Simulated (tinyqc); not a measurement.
## Double-gate transistor, scale length and short-channel effects: effect of the body thickness

A body of thickness ts between two insulators of thickness ti and two tied gates. Below threshold the potential that source and drain add obeys Laplace's equation and vanishes on the gate. Its lowest mode decays along the channel as exp(-k y); k is the smallest positive root of the matching condition at the interface, and the scale length is Lambda = pi/k.

k is the smallest positive root of f(k) = ei cos(k ti) cos(k ts/2) - eps_r sin(k ti) sin(k ts/2). Along the channel psi(y) = s + a exp(y/l) + b exp(-y/l) with psi(0) = Vbi, psi(L) = Vbi + Vds and l = 1/k = Lambda/pi; with A = Vbi - s, B = A + Vds, x = exp(-L/l): a = (B - A x) x/(1 - x^2), b = (A - B x)/(1 - x^2). The minimum is s + 2 sqrt(a b), at y = (l/2) ln(b/a). The long-channel potential follows the gate as s = sT + (Vg - VTL)/m, and the threshold VT is the gate voltage at which the minimum equals sT. Swing = m Vt ln 10/g at threshold, g = d(minimum)/ds = 1 - (b x + a)/((1 + x) sqrt(a b)). DIBL = [VT(0.05 V) - VT(Vds)]/(Vds - 0.05 V). sT and Vbi are held fixed; m = 1.

Inputs (values chosen for the exercise); permittivities: semiconductor made up, insulator close to that of silicon nitride:
- T = 250 K (temperature)
- eps_r = 20.1 (relative permittivity of the semiconductor)
- ei = 7.49 (relative permittivity of the insulator)
- ti = 2.3 nm (insulator thickness)
- L = 76 nm (channel length)
- Vbi = 1.03 V (potential of the source)
- sT = 0.57 V (potential of the barrier top at threshold)
- Vds = 0.8 V (drain voltage)

Constants: q = 1.602176634e-19 C, kB = 1.380649e-23 J/K, Vt = kB T/q. Results are converted to the units shown.

Result of one run:

| ts (nm) | Lambda (nm) | L/Lambda | VT - VTL at Vds (mV) | DIBL (mV/V) | swing (mV/decade) |
|---|---|---|---|---|---|
| 10 | 20.11 | 3.780 | -4.040 | 1.962 | 49.90 |

What becomes of these results when the body thickness ts is changed from 10 to 16 nm, all else the same?

Result of the changed run:

| ts (nm) | Lambda (nm) | L/Lambda | VT - VTL at Vds (mV) | DIBL (mV/V) | swing (mV/decade) |
|---|---|---|---|---|---|
| 16 | 26.89 | 2.826 | -18.47 | 9.005 | 50.96 |

The whole series:

| ts (nm) | Lambda (nm) | L/Lambda | VT - VTL at Vds (mV) | DIBL (mV/V) | swing (mV/decade) |
|---|---|---|---|---|---|
| 5.4 | 14.30 | 5.313 | -0.3617 | 0.1755 | 49.63 |
| 6.7 | 16.04 | 4.740 | -0.8911 | 0.4323 | 49.67 |
| 8.4 | 18.18 | 4.181 | -2.147 | 1.042 | 49.76 |
| 10 | 20.11 | 3.780 | -4.040 | 1.962 | 49.90 |
| 13 | 23.57 | 3.225 | -9.744 | 4.740 | 50.32 |
| 16 | 26.89 | 2.826 | -18.47 | 9.005 | 50.96 |
| 20 | 31.21 | 2.435 | -34.89 | 17.08 | 52.15 |

As ts goes from 5.4 to 20 nm, Lambda rises from 14.3 to 31.2 nm, DIBL rises from 0.175 to 17.1 mV/V and the swing rises from 49.6 to 52.1 mV a decade. On average Lambda goes as ts^(0.60).

Computed by the program tinyqc: `OMP_NUM_THREADS=1 python tinyqc.py 2420062 2420063 out.jsonl`, one thread of a shared Intel Xeon 2.30GHz, about 0.01 s for the whole run.
